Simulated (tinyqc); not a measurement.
## Trap depth and cross-section from two peaks

Inverse problem. A DLTS peak lies where ew = sn g T^2 exp(-Et/kB T), g = vth Nc/(300 K)^2. Find Et and sn.

Values chosen for this exercise: conduction-band density of states at 300 K Nc = 2.82e19 cm^-3; thermal velocity at 300 K vth = 2.3e7 cm/s.

Constants: q = 1.602176634e-19 C, kB = 1.380649e-23 J/K. Results are converted to the units shown.

peak temperatures for ew = 10 and 500 1/s (K): [56.581278, 68.359764]

Solution. The slope of ln(ew/T^2) against q/kB T is -Et, and the intercept is ln(sn g).

Et = 0.100 eV
sn = 3.50e-16 cm^2

Computed by the program tinyqc: `OMP_NUM_THREADS=1 python tinyqc.py 2050003 2050004 out.jsonl`, one thread of a shared Intel Xeon 2.30GHz, about 0.01 s for the whole run.
